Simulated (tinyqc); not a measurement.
Which current rules in forward bias: trap-assisted generation and recombination current of an abrupt junction. Computed by tinyqc, a small Python program. Command: `OMP_NUM_THREADS=1 python tinyqc.py 3001184 3001185 out.jsonl junctionleak walk`. One thread of a shared host (Intel(R) Xeon(R) Processor @ 2.30GHz), about 0.01 s of CPU time with the checks.

Depletion approximation, flat quasi-Fermi levels across the depleted layer, long neutral regions with minority lifetimes tau_n and tau_p, full ionisation and Boltzmann statistics. Voltages in exponents stand for e V.

Inputs (values chosen for the exercise, for a model semiconductor):
```
quantity                              value    unit
gap E_g                                1.54      eV
electron mass m_e                    0.0556     m_0
valleys M_c                               1       -
hole mass m_h                         0.446     m_0
dielectric constant eps                9.55       -
acceptor density N_A                6.3e+15   cm^-3
donor density N_D                   1.3e+17   cm^-3
capture time tau_n                  7.4e-07       s
capture time tau_p                  1.9e-06       s
trap level E_t - E_i                   0.23      eV
electron diffusion coefficient D_n       74  cm^2/s
hole diffusion coefficient D_p          4.2  cm^2/s
temperature T                           300       K
```

Field enhancement: none.

Constants: k_B = 8.617333262e-05 eV/K; m_0 = 9.1093837015e-31 kg; k_B = 1.380649e-23 J/K; h = 6.62607015e-34 J s; e = 1.602176634e-19 C; eps_0 = 8.8541878128e-12 F/m.

Method:
- N_c = 2 M_c (2 pi m_e k_B T/h^2)^(3/2) and N_v = 2 (2 pi m_h k_B T/h^2)^(3/2), masses in units of m_0.
- n_i = sqrt(N_c N_v) exp(-E_g/2 k_B T); V_bi = (k_B T/e) ln(N_A N_D/n_i^2); diffusion saturation current J_d0 = e n_i^2 [sqrt(D_n/tau_n)/N_A + sqrt(D_p/tau_p)/N_D].
- W = sqrt(2 eps eps_0 (V_bi - V)(1/N_A + 1/N_D)/e), x_p = W N_D/(N_A + N_D), x_n = W - x_p, peak field F_m = 2 (V_bi - V)/W; reverse bias means V = -V_r.
- Potential from the p edge: phi = (V_bi - V) x^2/(x_p W) on the p side and (V_bi - V)[1 - (W - x)^2/(x_n W)] on the n side; p = N_A exp(-phi/k_B T), n = n_i^2 exp(V/k_B T)/p; U = (n p - n_i^2)/[tau_p (n + n_i exp(dE/k_B T)) + tau_n (p + n_i exp(-dE/k_B T))], dE = E_t - E_i, n1 = n_i exp(dE/k_B T), p1 = n_i exp(-dE/k_B T); J_t = e int U dx by the trapezoid rule on 400 intervals on each side.
- J_d = J_d0 (exp(V/k_B T) - 1). Ideality n = (e/k_B T) dV/d ln J, central difference of 1 mV. The rows stop just below the bias where n = 0.1 p or tau_p n = 0.1 tau_n p at the p edge, or the like at the n edge.

k_B T = 0.0258520 eV

n_i = 181949 cm^-3

J_d0 = 8.47979e-21 A/cm^2

Forward characteristic:
```
V (V)  J_t (A/cm^2)  J_d (A/cm^2)  ideality of J_t  ideality of the sum
0.23     1.1430e-13    6.1966e-17           1.0984               1.0984
0.37     1.2637e-11    1.3935e-14           1.2397               1.2394
0.50     4.3997e-10    2.1282e-12           1.6515               1.6463
0.63     7.2194e-09    3.2503e-10           1.8816               1.8128
0.77     1.2657e-07    7.3083e-08           1.8852               1.4238
0.90     1.8771e-06    1.1161e-05           1.8379               1.0702
1.03     3.1002e-05    1.7046e-03           1.7400               1.0077
1.17     7.3352e-04    3.8328e-01           1.8189               1.0009
```

What does the comparison show, and why?

Diffusion overtakes recombination between 0.77 and 0.9 V, and the ideality of the sum goes from 1.10 to 1.00, with a maximum of 1.81 at 0.63 V. The ideality of J_t alone lies between 1.10 and 1.89; it is near 1 at low bias, where re-emission from a level off midgap limits the rate, and rises once n and p exceed n1 and p1. Caution: one side is doped near or above its effective density of states, so Boltzmann statistics understate V_bi.

Extremes, crossings and ranges named in words are read from the listed rows.
